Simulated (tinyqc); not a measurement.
Koster-Slater impurity in a tight-binding band, by Green functions and by supercells: one step, computed by the program tinyqc.

One orbital per site, e(k) = -2 t sum cos(k_i) over 3 direction(s), band from -6 t to 6 t, lattice constant 1. One site has the extra energy U. Spin is left out.

Question. The level in the supercell. In a periodic cell of N sites along each direction with Bloch vector K, the level solves 1/U = N^-d sum_k 1/(E - e(k)), k_i = (2 pi m_i + K_i)/N, m_i = 0..N-1; the outermost root on the side of U is taken (bisection). d is the number of directions. Gamma means K_i = 0, the zone corner K_i = pi, the quarter point K_i = pi/2. The error is measured against the isolated level E_b.

Inputs (values chosen for the exercise, for a model band): hopping t = 0.67 eV; impurity potential U = -5.39 eV; supercell edge N = 3 sites.

Lattice: simple cubic.

level E_b = -5.915771 eV

Give: level at Gamma; level at the corner; level at the quarter point; error at Gamma; width between Gamma and the corner.

Answer.

level at Gamma = -5.998 eV

level at the corner = -5.840 eV

level at the quarter point = -5.915 eV

error at Gamma = -0.08266 eV

width between Gamma and the corner = 0.1584 eV

Images turn the level into a band 0.158 eV wide; the quarter point misses the isolated level by 3.7e-4 eV, far less than Gamma, because the leading hopping between images averages out there.
